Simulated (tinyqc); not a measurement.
Inside a calculation (part 2 of 2). Method: coupled-perturbed Hartree-Fock on RHF in the sto-3g basis, for BeH2, spin multiplicity 1. Computed by tinyqc, a small Python program that keeps every step (integrals from PySCF). Command: `OMP_NUM_THREADS=1 python tinyqc.py 30169 30170 out.jsonl` (the two numbers bound the seeds that draw the settings). One thread of a shared host (Intel(R) Xeon(R) Processor @ 2.60GHz), about 0.2 s of CPU time with the checks.

Geometry (angstrom):
```
atom         x          y         z
Be    0.000000   0.000000  0.000000
H     0.000000   1.596000  0.176000
H     0.000000  -1.546000  0.170000
```

## Coupled polarisability

Repeat until U stops changing; compare with -d2E/dF2.

Course of the coupled iterations:
```
step  alpha (bohr^3)
0           6.151526
1           8.095755
2           8.749877
3           8.972214
4           9.048045
5           9.073956
6           9.082821
7           9.085857
8           9.086898
9           9.087256
10          9.087378
11          9.087421
12          9.087435
13          9.087440
14          9.087442
15          9.087442
16          9.087443
17          9.087443
18          9.087443
19          9.087443
20          9.087443
21          9.087443
22          9.087443
```

coupled polarisability = 9.087443 bohr^3

finite-field check, fields of +/-0.001 au = 9.087413 bohr^3
